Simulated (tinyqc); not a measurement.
MOSFET in the linear regime without short-channel effects, parameter extraction from computed curves: two steps of the calculation.

Inversion charge Q = Cox n Vt W0(exp((Vg - VT)/(n Vt))), W0 the Lambert function and n = nf; u = Q/Cox; mobility mu = mu0/(1 + th1 u + th2 u^2); channel resistance Rch = (L - dL)/(W mu Q); Id = Vd/(Rch + Rsd/W). Cox = eps0 eox/tox. Small Vd, no channel-length or drain effects.

Parameters, values chosen for the exercise; channel values of the order met in silicon transistors: temperature T = 77 K; relative permittivity of the gate insulator (close to silicon dioxide) eox = 3.9; insulator thickness tox = 4.6 nm; low-field mobility mu0 = 390 cm^2/(V s); first mobility attenuation factor th1 = 0.05 1/V; second mobility attenuation factor th2 = 0 1/V^2; threshold voltage VT = 0.66 V; body factor nf = 1.15; gate width W = 10 um; drawn gate length L = 0.051 um; drawn less effective length dL = 0.019 um; source plus drain resistance Rsd = 120 ohm um; drain voltage Vd = 0.05 V.

Constants: q = 1.602176634e-19 C, kB = 1.380649e-23 J/K, Vt = kB T/q, eps0 = 8.8541878128e-14 F/cm where lengths are in cm. Results are converted to the units shown.

Question 1. Transfer curve. u, mu, Rch and Id as defined.

Vg, point 0 to 10 (V): [0.46, 0.56, 0.66, 0.76, 0.86, 0.96, 1.06, 1.16, 1.26, 1.36, 1.46]

Find: u; mu; Rch; Id.

Answer 1.

u, point 0 to 10 (V): [3.1598e-14, 1.5528e-8, 0.0043277, 0.081891, 0.17605, 0.27271, 0.37038, 0.46858, 0.56712, 0.66590, 0.76484]
mu, point 0 to 10 (cm^2/(V s)): [390.00, 390.00, 389.92, 388.41, 386.60, 384.75, 382.91, 381.07, 379.25, 377.43, 375.63]
Rch, point 0 to 10 (ohm): [3.4591e14, 7.0391e8, 2526.2, 134.02, 62.632, 40.626, 30.058, 23.873, 19.820, 16.961, 14.837]
Id, point 0 to 10 (uA): [1.4455e-10, 7.1032e-5, 19.699, 342.42, 669.95, 950.09, 1188.8, 1393.8, 1571.4, 1726.5, 1863.1]

Question 2. The Y function. Y_i = Id_i/sqrt(gm_i). For Id = beta Vd x/(1 + th x), x = Vg - VT, Y = sqrt(beta Vd) x whatever th. Slope s from points 6 and 9; VT_Y = Vg - Y/s at point 9; beta = s^2/Vd; mobility beta L/(W Cox) with the drawn L; th* = (beta Vd x/Id - 1)/x at point 9.

Vg, point 0 to 10 (V): [0.46, 0.56, 0.66, 0.76, 0.86, 0.96, 1.06, 1.16, 1.26, 1.36, 1.46]
Id, point 0 to 10 (uA): [1.4454510e-10, 7.1031599e-5, 19.698916, 342.41917, 669.95057, 950.09223, 1188.8405, 1393.8137, 1571.3575, 1726.4727, 1863.0739]
gm, point 1 to 9 (uS): [98.494580, 1712.0955, 3251.2583, 3038.3653, 2594.4496, 2218.6074, 1912.5849, 1663.2950, 1458.5821]

Find: Y; s; VT_Y; beta; mobility from Y; th*.

Answer 2.

Y, point 1 to 9 (uA^0.5 V^0.5): [7.157e-6, 0.4761, 6.005, 12.15, 18.65, 25.24, 31.87, 38.53, 45.21]
s = 66.55 uA^0.5 V^-0.5
VT_Y = 0.6808 V
beta = 8.859e4 uA/V^2
mobility from Y = 601.9 cm^2/(V s)
th* = 1.093 1/V

The mobility from Y is 3.2 % below mu0 L/(L - dL) = 622 cm^2/(V s), which it should reach in deep inversion when th2 = 0.

Program tinyqc, `OMP_NUM_THREADS=1 python tinyqc.py 2210065 2210066 out.jsonl`; Intel Xeon 2.30GHz, shared host, one thread, about 0.01 s.
